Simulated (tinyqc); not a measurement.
What moves the results: five-level k.p model folded onto the conduction band. A value that a table varies takes the place of the one given here.

For k along z and one spin sector the level c couples to four states. With c0 = hbar^2/2m0, P = sqrt(Ep c0), P2 = sqrt(Ep2 c0): diagonal Eg + (1 + Cm) c0 k^2 for c, and 0, -Dso, E7 + D2, E7 for lh, so, G8 up, G7 up (their own dispersion is left out); couplings of c: sqrt(2/3) P k to lh, sqrt(1/3) P k to so, sqrt(2/3) P2 k to G8 up, sqrt(1/3) P2 k to G7 up (phases chosen real).

Expanding E = H_cc + S(E) about Eg in powers of k^2, with s_n = sum_j H_cj^2/(Eg - H_jj)^n: order k^2: e2 = (1 + Cm) c0 k^2 + s1; order k^4: e4 = -s2 e2; order k^6: e6 = s3 e2^2 + s2^2 e2.

Second-order sums for the lowest conduction level at E: 1/m = 1 + Cm + (Ep/3)(2/E + 1/(E + Dso)) - (Ep2/3)(2/(E7 + D2 - E) + 1/(E7 - E)); g/2 = 1 + Cg - (Ep/3)(1/E - 1/(E + Dso)) - (Ep2/3)(1/(E7 - E) - 1/(E7 + D2 - E)). E is counted from the top of the valence band; E = Eg at the edge.

Constants: hbar^2/2m0 = 3.80998211 eV angstrom^2.

Parameters, chosen for this exercise (near those of InAs; the results hold for these values, not for the real material):
```
symbol  value  unit  meaning
Eg      0.406  eV    gap at Gamma to the s-like level
Dso     0.369  eV    spin-orbit splitting
Ep      22.7   eV    Kane energy
E7      4.32   eV    upper Gamma7 conduction level, from the valence top
D2      0.15   eV    its spin-orbit splitting, Gamma8 above Gamma7
Ep2     4.9    eV    Kane energy to the upper levels
Cm      -2           remote term in 1/m
Cg      -0.02        remote term in g/2
```

## How far the series holds

Energies from Eg; Pk/Eg measures the coupling.

Levels (eV):
```
k (1/angstrom),Pk/Eg,to k^2,to k^4,to k^6,exact
0.0065,0.149,0.0072,0.0071,0.0071,0.0071
0.0150,0.344,0.0384,0.0350,0.0356,0.0355
0.0234,0.536,0.0935,0.0731,0.0820,0.0789
0.0318,0.728,0.1727,0.1030,0.1589,0.1318
0.0402,0.921,0.2759,0.0980,0.3263,0.1904
0.0486,1.113,0.4033,0.0233,0.7361,0.2524
0.0571,1.308,0.5567,-0.1674,1.7074,0.3171
0.0655,1.500,0.7326,-0.5213,3.7503,0.3823
```

Within 2 % of the exact level stay: the k^2 term up to Pk/Eg = 0.15, the sum to k^4 up to Pk/Eg = 0.34, the sum to k^6 up to Pk/Eg = 0.34. In the last row the errors are +350, -904 and +3368 meV: higher orders make it worse, since the series in k^2 converges only for Pk below about Eg/2 in the two-level limit E = Eg/2 + sqrt(Eg^2/4 + P^2 k^2).

## Mass and g factor above the band edge

The sums are evaluated at E = Eg + dE, as is done for confined or hot electrons.

Results:
```
dE (meV),m(E),g(E),m(E)/m(Eg),1 + dE/Eg
0,0.0223,-15.818,1.0000,1.0000
10,0.0228,-15.171,1.0234,1.0246
24,0.0236,-14.325,1.0561,1.0591
49,0.0249,-12.966,1.1147,1.1207
73,0.0261,-11.820,1.1710,1.1798
97,0.0274,-10.804,1.2274,1.2389
146,0.0300,-9.057,1.3433,1.3596
```

Over 146 meV the mass grows by 34.3 %, against 36.0 % for two levels alone, and g moves from -15.818 to -9.057, towards the free value 2.

## Six materials (three-level Kane formulas for mass and g factor)

1/m = 1 + (Ep/3)(2/Eg + 1/(Eg + Dso)), g = 2 - (2 Ep/3)(1/Eg - 1/(Eg + Dso)). The inputs are values chosen for the exercise.

Results:
```
case,Eg (eV),Dso (eV),Ep (eV),m (m0),g,Eg/Ep
A near GaSb,0.798,0.766,26.9,0.0342,-9.007,0.0297
B near CdTe,1.582,0.895,18.8,0.0873,-0.863,0.0841
C near GaP,2.927,0.079,30.9,0.0872,1.815,0.0947
D near InP,1.442,0.110,21.0,0.0657,1.312,0.0687
E near GaAs,1.492,0.340,26.0,0.0576,-0.156,0.0574
F near InSb,0.235,0.807,23.4,0.0134,-49.412,0.0100
```

The mass follows the gap: m/(Eg/Ep) lies between 0.92 and 1.33, while m itself spans a factor of 6.5. The order by mass differs from the order by gap. g is negative for A, B, E and F; it needs Ep Dso > 3 Eg (Eg + Dso). Where g is small, two larger terms cancel: 5 % in Ep moves g by (2 - g)/20, and the levels left out move it by tenths. Remote bands, left out here, make real masses heavier, by up to a half in the wider-gap crystals. All rows are for the Gamma valley, which is not the lowest one in GaP and Ge.

## What each parameter does

Mass and g at E = Eg. Each row changes one parameter from the base and keeps the others.

Results:
```
case,m (m0),g
base,0.02231,-15.8181
Eg = 0.447 eV,0.02445,-13.3810
Dso = 0.332 eV,0.02207,-14.8392
Ep = 24.97 eV,0.02019,-17.5929
E7 = 3.888 eV,0.02239,-15.8261
D2 = 0.165 eV,0.02231,-15.8211
Ep2 = 5.39 eV,0.02237,-15.8212
```

The largest shifts from the base row, up to three for each result and ties (the steps differ in size, so this ranks the rows, not the parameters). m (m0): Eg +0.00214, Ep -0.00212, Dso -0.00024; unchanged at the printed digits by D2. g: Eg +2.4371, Ep -1.7747, Dso +0.9790.

Run: tinyqc, `OMP_NUM_THREADS=1 python tinyqc.py 1080495 1080496 out.jsonl`; Intel(R) Xeon(R) Processor @ 2.30GHz, one thread, shared host; about 0.01 s of CPU time with all checks.
